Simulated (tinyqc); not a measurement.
# From one set of inputs to another, one input at a time

Model: capillary instabilities by surface diffusion: grooving and agglomeration of films, edge retraction, wire break-up and smoothing of roughness. Computed by tinyqc, a small Python program. Command: `OMP_NUM_THREADS=1 python tinyqc.py 3010026 3010027 out.jsonl dewet ladder`. One thread of a shared host (Intel(R) Xeon(R) Processor @ 2.30GHz), about 0.01 s of CPU time with the checks.

Isotropic surface energy; shapes change by surface diffusion alone.

The inputs printed are set A. Inputs not listed in the table keep their values of set A, so the rows need not describe a real material.

Inputs (values chosen for the exercise, for a model film):

| quantity | value | unit |
|---|---|---|
| surface energy gamma_s | 2.19 | J/m^2 |
| contact angle on the substrate theta | 60 | degrees |
| atomic volume Omega | 13.6 | angstrom^3 |
| surface sites nu | 8.1 | 1/nm^2 |
| prefactor D0 | 4.3e-06 | m^2/s |
| activation energy Q | 1.75 | eV |
| temperature T | 759 | K |
| time t | 9400 | s |
| film thickness h | 7 | nm |
| wire radius r | 17 | nm |
| initial ripple over radius | 0.05 | - |

Constants: k_B = 8.617333262e-05 eV/K; k_B = 1.380649e-23 J/K.

Method:
- B = D_s nu gamma_s Omega^2/(k_B T), D_s = D0 exp(-Q/(k_B T)).
- A rim shaped as a circular segment with contact angle theta holds the area h x; its radius r obeys r^2 (theta - sin theta cos theta) = h x. To advance, the edge must carry a strip of the rim height H = r (1 - cos theta) over the rim, driven by the curvature 1/r over the distance r theta (the scaling argument of Brandon and Bradshaw): H dx/dt = B/(theta r^2) gives x^(5/2) = (5/2) B t c^(3/2)/(theta (1 - cos theta) h^(3/2)), c = theta - sin theta cos theta.
- A wire with r + A cos(k z) has dA/dt = (B/r^4) (kr)^2 [1 - (kr)^2] A: unstable for wavelengths above 2 pi r, fastest at kr = 1/sqrt 2 with the rate B/(4 r^4); break-up time about (4 r^4/B) ln(r/A0); each wavelength makes a sphere of radius (3 r^2 lambda_m/4)^(1/3).

Each row keeps all changes above it:

| input moved | from | to | B (nm^4/s) | break-up time (s) | rim height H (nm) |
|---|---|---|---|---|---|
| set A | - | - | 3.229e+00 | 3.099e+05 | 8.76 |
| film thickness h (nm) | 7 | 24 | 3.229e+00 | 3.099e+05 | 11.21 |
| time t (s) | 9400 | 110 | 3.229e+00 | 3.099e+05 | 4.61 |
| contact angle on the substrate theta (degrees) | 60 | 130 | 3.229e+00 | 3.099e+05 | 7.56 |
| temperature T (K) | 759 | 812 | 1.731e+01 | 5.782e+04 | 10.58 |
| atomic volume Omega (angstrom^3) | 13.6 | 11.1 | 1.153e+01 | 8.681e+04 | 9.76 |
| prefactor D0 (m^2/s) | 4.3e-06 | 0.00047 | 1.260e+03 | 7.942e+02 | 24.95 |
| wire radius r (nm) | 17 | 2.4 | 1.260e+03 | 3.155e-01 | 24.95 |

B goes from 3.23 to 1260, a factor 390 in all. The largest single move comes from prefactor D0 (a factor 109). Break-up time goes from 310000 to 0.315, a factor 1.02e-6 in all. The largest single move comes from wire radius r (a factor 3.97e-4). rim height H goes from 8.76 to 25.0, a factor 2.85 in all. The largest single move comes from prefactor D0 (a factor 2.56), and time t works against it (a factor 0.411). The single moves hold for this order of the switches; the total does not depend on the order.

Caution (all rows): the rim is not yet high against the film, as the scaling law assumes. Caution (all rows): faceting can stabilise wires along low-index directions.

Extremes, crossings and ranges named in words are read from the listed rows.
